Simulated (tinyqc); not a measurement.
What each parameter does: band edges of strained Si(1-x)Ge(x) on relaxed Si(1-y)Ge(y).

Values are linear in the Ge fraction but for ED(x) = linear - CD x (1 - x) and a(x) = linear - Ca x (1 - x). Energies are on the common scale of Ev.

Coherent growth on a (110) face: e_par = (a(y) - a(x))/a(x), e_perp = -(C11 + 3 C12 - 2 C44)/(C11 + C12 + 2 C44) e_par; exx = eyy = (e_par + e_perp)/2, ezz = e_par, exy = (e_perp - e_par)/2, eyz = ezx = 0.

A valley with unit axis u lies at Ev + gap + (av + a_valley) tr(e) + Xu (u.e.u - tr(e)/3); the Delta axes are x, y, z and the L axes [111], [1-1-1], [-11-1], [-1-11]. The second-order shift of the Delta valleys under shear is left out; it lowers the pair normal to the sheared plane by tens of meV at a shear of 1 %.

Valence edges: Ev plus the levels of the 6 x 6 matrix of X, Y, Z times spin with -Dso/3 + l exx + m (eyy + ezz) on the diagonal (cyclic), n exy off it, l = av + 2 b, m = av - b, n = sqrt(3) d. Spin-orbit term (Dso/3) L.sigma on X, Y, Z with (L_k)_ij = -i epsilon_kij: <X+|H|Y+> = -i Dso/3, <X+|H|Z-> = Dso/3, <Y+|H|Z-> = -i Dso/3, <Z+|H|X-> = -Dso/3, <Z+|H|Y-> = i Dso/3, <X-|H|Y-> = i Dso/3, and their conjugates; + and - are the spin along z.

Inputs chosen for the exercise (end members near Si and Ge, in this order; not measured data):
- a = (5.429, 5.66) angstrom (lattice constant)
- Dso = (0.044, 0.287) eV (spin-orbit splitting)
- av = (2.49, 1.25) eV (valence hydrostatic potential)
- b = (-2.07, -2.53) eV (tetragonal shear potential)
- d = (-4.81, -5.33) eV (trigonal shear potential)
- C11 = (163.7, 127.5) GPa
- C12 = (63.7, 48.7) GPa
- C44 = (79.3, 66.4) GPa
- Ev = (0, 0.63) eV (top of the unstrained valence band)
- ED = (1.149, 0.947) eV (gap to the Delta valleys)
- EL = (2.012, 0.725) eV (gap to the L valleys)
- aD = (1.66, 1.23) eV (hydrostatic potential of the Delta gap)
- aL = (-2.96, -2.83) eV (hydrostatic potential of the L gap)
- XuD = (9.34, 9.52) eV (uniaxial potential, Delta)
- XuL = (15.51, 15.61) eV (uniaxial potential, L)
- CD = 0.231 eV (bowing of the Delta gap)
- Ca = 0.026 angstrom (bowing of the lattice constant)
- face = 110 (growth face)
- x = 1 (Ge fraction of the layer)
- y = 0.85 (Ge fraction of the relaxed buffer)

dEc = Ec(buffer) - Ec(layer), dEv = Ev(layer) - Ev(buffer); buffer edges Ev(y) and Ev(y) + min(ED, EL).

One parameter was then changed.

Results before and after:
```
case     gap (eV)  valence splitting (meV)  dEc (eV)  dEv (eV)
base       0.6746                     51.5    0.1330    0.1104
changed    0.6670                     51.5    0.1406    0.1104
```

Which of these changes was made? (a) x = 0.97; (b) CD = 0.281 eV; (c) y = 0.88; (d) aD = (1.909, 1.414) eV; (e) XuL = (17.836, 17.952) eV; (f) C12 = (73.255, 56.005) GPa; (g) XuD = (10.741, 10.948) eV; (h) Dso = (0.051, 0.33) eV.

Answer: (e) XuL = (17.836, 17.952) eV. Of the candidates, run in turn, only this one gives the changed row.

All candidates:
```
case                        gap (eV)  valence splitting (meV)  dEc (eV)  dEv (eV)
base                          0.6746                     51.5    0.1330    0.1104
x = 0.97                      0.7234                     42.0    0.1067    0.0880
y = 0.88                      0.6846                     42.4    0.1065    0.0884
CD = 0.281 eV                 0.6746                     51.5    0.1330    0.1104
XuL = (17.836, 17.952) eV     0.6670                     51.5    0.1406    0.1104
Dso = (0.051, 0.33) eV        0.6746                     52.4    0.1330    0.1104
C12 = (73.255, 56.005) GPa    0.6703                     53.3    0.1357    0.1121
XuD = (10.741, 10.948) eV     0.6746                     51.5    0.1330    0.1104
aD = (1.909, 1.414) eV        0.6746                     51.5    0.1330    0.1104
```

The lowest valleys of the layer are L2, so among the conduction-band potentials only those of that family reach the gap and dEc; the buffer is unstrained. A shift large enough to swap the lowest family would change that.

Run: tinyqc, `OMP_NUM_THREADS=1 python tinyqc.py 1050386 1050387 out.jsonl`; Intel(R) Xeon(R) Processor @ 2.30GHz, one thread, shared host; about 0.01 s of CPU time with all checks.
